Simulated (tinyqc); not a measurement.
Graded p-n junction, non-linear Poisson equation by Newton steps: effect of the grading length.

One dimension, p side on the left, n side on the right; net doping C = (Nd - Na)/2 + ((Nd + Na)/2) tanh(x/Lg). The potential psi is counted from the intrinsic level, and the quasi-Fermi potentials are flat: 0 for holes and -V for electrons, so n = ni exp((psi + V)/Vt) and p = ni exp(-psi/Vt) (Boltzmann statistics, full ionisation, no current). Under reverse bias this makes the minority densities vanishingly small everywhere; they play no part in the charge.

The Poisson equation d/dx(eps0 eps_r dpsi/dx) = -q (p - n + C) is solved on a mesh of more than 1000 nodes that ends in neutral material (psi_p = -Vt ln(Na/ni), psi_n = Vt ln(Nd/ni) - V). C_j = q d/dV of the integral of p over x, from the linearised equation. ni = sqrt(Nc Nv) exp(-Eg/(2 Vt)), Eg in volts. Depletion approximation: Vbi = Vt ln(Na Nd/ni^2), W = sqrt(2 eps0 eps_r (Vbi - V)(1/Na + 1/Nd)/q), xp = W Nd/(Na + Nd), xn = W Na/(Na + Nd), peak field 2 (Vbi - V)/W, capacitance eps0 eps_r/W. The abrupt values quoted are those of these depletion formulas.

Parameters, values chosen for the exercise; band and dielectric values those of a made-up semiconductor: temperature T = 300 K; band gap Eg = 4 eV; relative permittivity eps_r = 7.29; conduction-band density of states at T Nc = 2.56e18 cm^-3; valence-band density of states at T Nv = 3.51e19 cm^-3; acceptor density of the p side Na = 1e15 cm^-3; donor density of the n side Nd = 1.1e16 cm^-3; bias of the p side against the n side V = -1.2 V.

Constants: q = 1.602176634e-19 C, kB = 1.380649e-23 J/K, Vt = kB T/q, eps0 = 8.8541878128e-14 F/cm where lengths are in cm. Results are converted to the units shown.

Result of one run:

| Lg (nm) | peak \|E\| (kV/cm) | C_j (nF/cm^2) | eps0 eps_r/C_j (nm) |
|---|---|---|---|
| 1200 | 27.5 | 2.43 | 2.66e3 |

What becomes of these results when the grading length Lg is changed from 1200 to 150 nm, all else the same?

Result of the changed run:

| Lg (nm) | peak \|E\| (kV/cm) | C_j (nF/cm^2) | eps0 eps_r/C_j (nm) |
|---|---|---|---|
| 150 | 41.3 | 3.10 | 2.08e3 |

The whole series:

| Lg (nm) | peak \|E\| (kV/cm) | C_j (nF/cm^2) | eps0 eps_r/C_j (nm) |
|---|---|---|---|
| 150 | 41.3 | 3.10 | 2.08e3 |
| 210 | 39.7 | 3.05 | 2.11e3 |
| 300 | 37.7 | 2.99 | 2.16e3 |
| 420 | 35.5 | 2.90 | 2.22e3 |
| 600 | 33.0 | 2.77 | 2.33e3 |
| 850 | 30.3 | 2.62 | 2.47e3 |
| 1200 | 27.5 | 2.43 | 2.66e3 |

As Lg grows from 150 to 1200 nm, the peak field falls from 41.3 to 27.5 kV/cm and C_j falls from 3.10 to 2.43 nF/cm^2. The abrupt depletion formulas give 46.7 kV/cm and W = 2050 nm; the first row's field is 12 % below that and the last row's 41 % below it. The same voltage drops over a longer distance, so the field falls.

Computed by the program tinyqc: `OMP_NUM_THREADS=1 python tinyqc.py 2000131 2000132 out.jsonl`, one thread of a shared Intel Xeon 2.30GHz, about 0.08 s for the whole run.
